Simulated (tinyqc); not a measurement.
# Yield against design margin

Cells fail independently with probability Q(k) = erfc(k/sqrt(2))/2 when the margin is k standard deviations, and Y = exp(-Nb Q(k)). phi = exp(-k^2/2)/sqrt(2 pi).  k = margin/s(dVT). With one spare that repairs any one cell, Y1 = exp(-x)(1 + x), x = Nb Q(k).

Parameters, values chosen for the exercise: number of cells Nb = 1048576.

s(dVT) = 72.4 mV

Yield against design margin:
```
M (mV)	k	Q(k)	expected failures x	Y	Y1
312	4.309	8.185e-6	8.583	1.873e-4	0.001795
335	4.627	1.854e-6	1.944	0.1431	0.4213
351	4.848	6.234e-7	0.6536	0.5202	0.8601
367	5.069	1.999e-7	0.2096	0.8109	0.9809
390	5.387	3.587e-8	0.03762	0.9631	0.9993
413	5.704	5.837e-9	0.006121	0.9939	1.000
437	6.036	7.903e-10	8.287e-4	0.9992	1.000
468	6.464	5.096e-11	5.343e-5	0.9999	1.000
```

What does the comparison show?

Over a change of the margin from 312 to 468 mV, k goes from 4.31 to 6.46, the expected failures fall by 5.2 decades and the yield goes from 1.87e-4 to 0.9999. The spare helps most at M = 351 mV among the rows, where it lifts the yield from 0.520 to 0.860.

Computed by the program tinyqc: `OMP_NUM_THREADS=1 python tinyqc.py 2090173 2090174 out.jsonl`, one thread of a shared Intel Xeon 2.30GHz, about 0.01 s for the whole run.
